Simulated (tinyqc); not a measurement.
Changing the film density rho: X-ray reflectivity of a thin film on silicon: critical angles, Parratt recursion, fringes and roughness. Computed by tinyqc, a small Python program. Command: `OMP_NUM_THREADS=1 python tinyqc.py 3120272 3120273 out.jsonl xrr sweep`. One thread of a shared host (Intel(R) Xeon(R) Processor @ 2.30GHz), about 0.01 s of CPU time with the checks.

n = 1 - delta + i beta; the classical electron radius is r_e = 2.8179403e-6 nm. Layer 0 is vacuum, 1 the film, 2 the substrate.

Inputs (values chosen for the exercise, modelled on Al2O3 on silicon, copper K-alpha radiation):

| quantity | value | unit |
|---|---|---|
| wavelength lambda | 0.15406 | nm |
| effective electrons per unit mass, film | 0.487 | mol/g |
| beta/delta, film | 0.011 | - |
| film thickness d | 27.9 | nm |
| roughness of the surface sigma_1 | 0.89 | nm |
| roughness of the interface sigma_2 | 0.77 | nm |
| substrate density | 2.33 | g/cm^3 |
| effective electrons per unit mass, substrate | 0.507 | mol/g |
| beta/delta, substrate | 0.023 | - |
| grazing angle theta | 1.72 | degrees |

Constants: N_A = 6.02214076e+23 1/mol.

Method:
- delta = r_e lambda^2 rho_e/(2 pi), rho_e = density x electrons per mass x N_A; critical angle sqrt(2 delta), q_c = 4 sqrt(pi r_e rho_e).
- k_j = (2 pi/lambda) sqrt(sin^2 theta - 2 delta_j + 2 i beta_j); r_ij = (k_i - k_j)/(k_i + k_j) x exp(-2 k_i k_j sigma^2) (Nevot-Croce); r = (r_01 + r_12 p)/(1 + r_01 r_12 p), p = exp(2 i k_1 d); R = |r|^2.
- Far above the critical angle the period is d theta = lambda/(2 d), or 2 pi/d in q; the envelope runs between (|r_01| - |r_12 p|)^2 and (|r_01| + |r_12 p|)^2; contrast = 2 a b/(a^2 + b^2) with a = |r_01|, b = |r_12 p|; roughness factors on the amplitudes are about exp(-q^2 sigma^2/2).

One run for each value:

| film density rho (g/cm^3) | critical angle of the film (degrees) | contrast | reflectivity R |
|---|---|---|---|
| 1.54 | 0.17767 | 0.99815 | 1.8471e-07 |
| 1.83 | 0.19367 | 0.88318 | 1.5400e-07 |
| 2.12 | 0.20845 | 0.49841 | 1.4242e-07 |
| 2.41 | 0.22226 | 0.05065 | 1.5385e-07 |
| 2.69 | 0.23481 | 0.35105 | 1.9050e-07 |
| 2.98 | 0.24714 | 0.61146 | 2.5898e-07 |
| 3.27 | 0.25889 | 0.77294 | 3.6263e-07 |
| 3.55 | 0.26975 | 0.86739 | 4.9998e-07 |

Describe and explain the trends.

Over the rows, critical angle of the film (degrees) rises from 0.178 to 0.270 (exponent d ln y / d ln x about 0.50 throughout); contrast goes from 0.998 through a minimum among these rows, 0.0507 at 2.41, to 0.867; reflectivity R goes from 1.85e-7 through a minimum among these rows, 1.42e-7 at 2.12, to 5.00e-7. The exponent of critical angle of the film stays at 0.50: delta is proportional to the density.

Extremes, crossings and ranges named in words are read from the listed rows.
